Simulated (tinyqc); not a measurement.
From results back to parameters: electrons shared among three sets of ellipsoidal valleys. Two cases, with inputs chosen for the exercise.

Problem. With Boltzmann statistics n(L)/n(Gamma) = R exp(-dE/kB T), where R = N_2/N_1 does not depend on T. Two ratios were computed from hidden R and dE.

Constants: kB = 8.617333262e-05 eV/K.

Case 1.

Values chosen (out of a larger set: masses and offsets near those of InP; mobilities are free inputs, held fixed; not measured data): Ta = 300 K; Tb = 500 K.

ratio at Ta = 5.86286e-09
ratio at Tb = 4.48847e-05

Case 2.

Values chosen (out of a larger set: masses and offsets near those of InP; mobilities are free inputs, held fixed; not measured data): Ta = 300 K; Tb = 600 K.

ratio at Ta = 1.54459e-11
ratio at Tb = 2.17442e-05

Find: dE; R.

Solution. dE = kB ln(ratio_b/ratio_a)/(1/Ta - 1/Tb); then R = ratio_a exp(dE/kB Ta).

Case 1.

dE = 0.578 eV
R = 30.1

Case 2.

dE = 0.732 eV
R = 30.6

Computed by tinyqc, one run a case: `OMP_NUM_THREADS=1 python tinyqc.py N N+1 out.jsonl` with N = 1681353, 1681593; one thread of a shared Intel(R) Xeon(R) Processor @ 2.30GHz, about 0.02 s a run at most.
